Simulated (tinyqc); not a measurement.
## MOSFET in saturation, small-signal circuit and noise: effect of the temperature on speed and noise

Bias by the inversion coefficient IC = I/Ispec (charge-based model with velocity saturation; weak inversion below 0.1, strong above 10). Common-source circuit: gm, gds, Cgs, Cgd and Cj at the inner nodes, Rg in series with the gate; quasi-static, no source or drain resistance, no gate-body capacitance, no substrate network, no induced gate noise, so fmax is an upper estimate.

Ispec = 2 n mu Cox (W/L) Vt^2, lc = Ls/L, gms = [sqrt((lc IC + 1)^2 + 4 IC) - 1]/[2 + lc (lc IC + 1)], gm = gms Ispec/(n Vt), gds = sg gm. qs = [sqrt(1 + 4 IC) - 1]/2, Cgs = Cox W L qs (2 qs + 3)/(3 (qs + 1)^2) + Cov W, Cgd = Cov W, Cd = Cj W, Rg = Rsh (Wf/L)/(12 Nf) + Rc/W with Nf = W/Wf fingers (not rounded) contacted at both ends. fT = gm/(2 pi (Cgs + Cgd)), fmax = fT/(2 sqrt(Rg (gds + 2 pi fT Cgd))). Channel noise Sid = 4 kB T gam n gm with gam = (1/2 + (2/3) qs)/(1 + qs) + gw lc IC, qs = [sqrt(1 + 4 IC) - 1]/2, lc = Ls/L (the last term an empirical rise with velocity saturation); at the gate, white noise Sw = Sid/gm^2 + 4 kB T Rg. Number fluctuation with correlated mobility: S(f) = K/f, K = q^2 Vt lt Nt/(W L Cox^2) (1 + ac mu Cox I/gm)^2, Vt in eV with Nt per eV. Corner fc = K/Sw. IC is held fixed, and so are mu, n, Ls and Nt.

Parameters, values chosen for the exercise:
```
symbol,value,unit,meaning
L,130,nm,gate length
W,80,um,total gate width
Cox,1.42,uF/cm^2,gate capacitance
mu,310,cm^2/(V s),mobility
n,1.16,,slope factor
Ls,25,nm,velocity-saturation length
sg,0.027,,ratio gds/gm
Cov,0.26,fF/um,overlap and fringe capacitance per side
Cj,0.4,fF/um,drain junction capacitance
Rsh,8,ohm,sheet resistance of the gate
Wf,1,um,finger width
Rc,300,ohm um,gate contact and vertical resistance
IC,7.3,,inversion coefficient
gw,0.12,,short-channel excess of the noise factor
Nt,4.8e17,cm^-3 eV^-1,oxide trap density
lt,0.1,nm,tunnelling length into the oxide
ac,10000,V s/C,Coulomb scattering coefficient
```

Constants: q = 1.602176634e-19 C, kB = 1.380649e-23 J/K, Vt = kB T/q. Results are converted to the units shown.

The same in every row: Rg (ohm) = 3.814.

Results:

| T (K) | I (uA) | fT (GHz) | fmax (GHz) | sqrt(Sw) (nV/Hz^0.5) | fc (MHz) |
|---|---|---|---|---|---|
| 100 | 340.7 | 12.33 | 73.15 | 0.7483 | 12.19 |
| 150 | 766.5 | 18.50 | 89.59 | 0.7553 | 20.52 |
| 200 | 1363 | 24.67 | 103.5 | 0.7622 | 30.46 |
| 250 | 2129 | 30.84 | 115.7 | 0.7691 | 42.08 |
| 300 | 3066 | 37.00 | 126.7 | 0.7759 | 55.47 |
| 400 | 5451 | 49.34 | 146.3 | 0.7894 | 87.82 |

Estimate the missing row, T = 350 K.

Computed row:

| T (K) | I (uA) | fT (GHz) | fmax (GHz) | sqrt(Sw) (nV/Hz^0.5) | fc (MHz) |
|---|---|---|---|---|---|
| 350 | 4173 | 43.17 | 136.9 | 0.7827 | 70.70 |

With this row back in the table: As T goes from 100 to 400 K, fT rises from 12.3 to 49.3 GHz, fmax rises from 73.2 to 146 GHz, the white noise rises from 0.748 to 0.789 nV/Hz^0.5 and the corner rises from 12.2 to 87.8 MHz. At fixed IC and mobility the current goes as T^2 and gm as T, which is why fT rises; a real mobility would fall with T. For T = 100 to 200 K fmax exceeds 4 fT, where channel resistance and substrate losses, left out here, would cap it. For T = 100 to 150 K band tails and dopant freeze-out, left out here, change n and the noise.

Numbers from tinyqc (`OMP_NUM_THREADS=1 python tinyqc.py 2150051 2150052 out.jsonl`; about 0.01 s on one thread of a shared Intel Xeon 2.30GHz).
